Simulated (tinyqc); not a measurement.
Plane-averaged potentials: correction of a charged-defect supercell by a model charge and potential alignment (plane-averaged potentials). Computed by tinyqc, a small Python program. Command: `OMP_NUM_THREADS=1 python tinyqc.py 3110482 3110483 out.jsonl align walk`. One thread of a shared host (Intel(R) Xeon(R) Processor @ 2.30GHz), about 0.01 s of CPU time with the checks.

The "true" defect charge is (1 - x) q in a Gaussian of width sigma plus x q in one of width sigma_t, so the exact answer is known; the correction sees only a single model Gaussian of width sigma_m. A Gaussian of width s has the transform rho(G) = exp(-G^2 s^2/2), normalised to 1. A uniform background cancels q, so G = 0 is left out. Potentials are those felt by a unit positive charge. E_0 is the formation energy of the isolated defect, E_cell its value in the supercell, E_lat = E_iso - E_per of the model charge, C the true less the model potential far from the defect; the exact correction is E_0 - E_cell, and the error of a scheme is E_cell plus its correction less E_0.

Inputs (values chosen for the exercise, with screening close to that of SiO2): defect charge q = 1 e; dielectric constant eps = 3.98; edge of the cubic cell L = 12.3 angstrom; width sigma of the true defect charge = 1.2 angstrom; width sigma_m of the model charge = 1 angstrom; share x of the charge in a wide tail = 0.31; width sigma_t of the tail = 2.5 angstrom.

Constants: e^2/(4 pi eps_0) = 14.39964548 eV angstrom.

Method. Plane-averaged potential at distance z from the defect: V(z) = (4 pi q/(eps L^3)) (e^2/(4 pi eps_0 e)) sum_(m != 0) rho(G_m) cos(G_m z)/G_m^2, G_m = 2 pi m/L, |m| <= 40.

Potentials (V):
```
z/L   z (angstrom)      true     model  difference
0.00         0.000   0.15165   0.20036   -0.048702
0.05         0.615   0.14072   0.18299   -0.042274
0.10         1.230   0.11109   0.13806   -0.026969
0.15         1.845   0.07031   0.08078   -0.010461
0.20         2.460   0.02628   0.02386    0.002421
0.25         3.075  -0.01540  -0.02638    0.010980
0.30         3.690  -0.05158  -0.06788    0.016301
0.35         4.305  -0.08071  -0.10022    0.019501
0.40         4.920  -0.10199  -0.12332    0.021330
0.45         5.535  -0.11492  -0.13718    0.022255
0.50         6.150  -0.11926  -0.14180    0.022535
```

The difference moves by 1.20 mV between z/L = 0.4 and 0.5, so the plateau is not yet flat.
